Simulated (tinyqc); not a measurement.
Contact resistivity and sheet resistance from two contact lengths.

Inverse problem. Rc = [sqrt(rc Rsh)/Wc] coth(Lc/(2 LT)), LT = sqrt(rc/Rsh), Wc = 48 nm; the second contact is twice as long as the first. Find LT, rc and Rsh.

Rc for Lc = 18 and 36 nm (ohm): 173.010078  98.9732031

Solution. With t = tanh(Lc/(2 LT)) for the shorter contact, the resistance of the longer over that of the shorter is (1 + t^2)/2. Then sqrt(rc Rsh) = Rc t Wc, and rc and Rsh follow by multiplying and dividing by LT.

LT = 22.5 nm
rc = 7.10e-10 ohm cm^2
Rsh = 140 ohm

Numbers from tinyqc (`OMP_NUM_THREADS=1 python tinyqc.py 2170129 2170130 out.jsonl`; about 0.04 s on one thread of a shared Intel Xeon 2.30GHz).
